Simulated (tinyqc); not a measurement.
What moves the results: Bethe-Salpeter matrix of a two-band chain (Tamm-Dancoff form). A value that a table varies takes the place of the one given here.

One valence and one conduction band, lattice period 1, mesh k = 2 pi j/N. Pair energies D(k) = Eg + 2 t sum(1 - cos k), t = tc + tv. Screened attraction W(R) = U at R = 0 and V/|R| otherwise, R over the N cells with the nearest image; W(q) = sum_R W(R) cos(q R). H(k, k') = D(k) delta - W(k - k')/Nk + 2 J/Nk for singlets (J = 0 for triplets), Nk the number of k points. With a constant transition dipole the strength of a state is f = (sum_k A_k)^2/Nk, and the f sum to 1.

Values chosen for the exercise: Eg = 5.6 eV (quasiparticle gap); tc = 0.31 eV (conduction hopping); tv = 0.61 eV (valence hopping); U = 0.44 eV (attraction in the same cell); V = 0.13 eV (attraction at one cell distance); J = 0.07 eV (exchange in the same cell); fs = (0.2, 0.4, 0.7, 1, 1.4, 2, 2.6) (scale factors of U and V).

## Convergence with the k mesh

Lowest triplet and singlet, and f of the singlet, against N.

Results:
```
N    Eg - E triplet (eV)  Eg - E singlet (eV)  f singlet
4                 0.2024               0.1603     0.2874
6                 0.1623               0.1294     0.2185
8                 0.1411               0.1117     0.1909
12                0.1222               0.0941     0.1764
20                0.1140               0.0843     0.1854
40                0.1133               0.0828     0.1923
100               0.1133               0.0828     0.1924
```

How do the results move?

The coarsest mesh misjudges the singlet binding by +0.0775 eV against the finest: a mesh of N points along an axis repeats the pair every N cells. The triplet is within 1 meV of the last row from N = 20 on. The singlet is within 1 meV of the last row from N = 40 on.

## Strength of the attraction

Triplets, N = 100; U and V scaled together, as weaker screening would do. f is the weight at R = 0. For V = 0 the infinite chain has binding sqrt(4 t^2 + U^2) - 2t and f = U/sqrt(4 t^2 + U^2), t = tc + tv.

Results:
```
scale   U/t  binding (eV)      f  Eg - second level (eV)  contact formula (eV)
0.20   0.10        0.0093  0.076                 -0.0007                0.0021
0.40   0.19        0.0278  0.127                  0.0004                0.0084
0.70   0.33        0.0659  0.190                  0.0018                0.0256
1.0    0.48        0.1133  0.244                  0.0043                0.0519
1.4    0.67        0.1876  0.308                  0.0089                0.1004
2.0    0.96        0.3184  0.392                  0.0183                0.1996
2.6    1.24        0.4677  0.465                  0.0308                0.3266
```

What does this show?

The binding grows with exponent 1.57 between scales 0.2 and 0.4 and 1.47 over the last two rows (below 2 for a wide pair in a chain, where 1/|R| brings logarithms, 1 for a pair held in one cell). f rises from 0.076 to 0.465. On this mesh a second level lies below the gap from scale 0.4 on; in an infinite lattice the tail V/|R| binds a whole series at any scale. The tail V/|R| adds 0.141 eV to the contact value in the last row and 0.007 eV in the first.

## Exciton band

Triplets, solved in the electron-hole distance R on a ring of 60 cells, total momentum Q: D = Eg + 2 tc (1 - cos(k + Q/2)) + 2 tv (1 - cos(k - Q/2)), so the hopping in R has size |t(Q)| = sqrt(tc^2 + tv^2 + 2 tc tv cos Q) and the continuum starts at Eg + 2 (tc + tv) - 2 |t(Q)|.

Results:
```
Q/pi   |t(Q)| (eV)  continuum edge (eV)  exciton (eV)  binding (eV)  weight at R = 0
0.000       0.9200               5.6000        5.4867        0.1133            0.244
0.167       0.8920               5.6559        5.5409        0.1151            0.249
0.333       0.8107               5.8185        5.6978        0.1207            0.266
0.500       0.6843               6.0715        5.9401        0.1314            0.300
0.667       0.5283               6.3834        6.2344        0.1490            0.357
0.833       0.3751               6.6899        6.5148        0.1751            0.448
1.000       0.3000               6.8400        6.6461        0.1939            0.515
```

What can be read from the table?

The exciton band is 1.1594 eV wide, against 1.2400 eV for the edge of the continuum: binding narrows it, since electron and hole must hop together. The binding grows from 0.113 to 0.194 eV as |t(Q)| falls. Between the first two rows the exciton rises 0.97 times as much as the edge, so it is heavier than the free pair.

## What each parameter does

N = 100: lowest singlet, its binding and f, and the singlet-triplet splitting. Each row changes one parameter from the base and keeps the others.

Results:
```
case          singlet (eV)  binding (eV)      f  splitting (eV)
base                5.5172        0.0828  0.192          0.0305
Eg = 5.8 eV         5.7172        0.0828  0.192          0.0305
tc = 0.4 eV         5.5206        0.0794  0.181          0.0286
tv = 0.37 eV        5.5056        0.0944  0.233          0.0373
U = 0.35 eV         5.5331        0.0669  0.161          0.0260
V = 0.23 eV         5.4680        0.1320  0.201          0.0312
J = 0.11 eV         5.5315        0.0685  0.165          0.0448
```

What does this show?

The largest shifts from the base row, up to three for each result and ties (the steps differ in size, so this ranks the rows, not the parameters). singlet (eV): Eg +0.2000, V -0.0492, U +0.0159. binding (eV): V +0.0492, U -0.0159, J -0.0143; unchanged at the printed digits by Eg. f: tv +0.041, U -0.031, J -0.028; unchanged at the printed digits by Eg. splitting (eV): J +0.0143, tv +0.0068, U -0.0045; unchanged at the printed digits by Eg. At zero total momentum only the sum tc + tv enters.

tinyqc: `OMP_NUM_THREADS=1 python tinyqc.py 1280264 1280265 out.jsonl`; about 0.09 s, one thread, shared Intel(R) Xeon(R) Processor @ 2.30GHz.
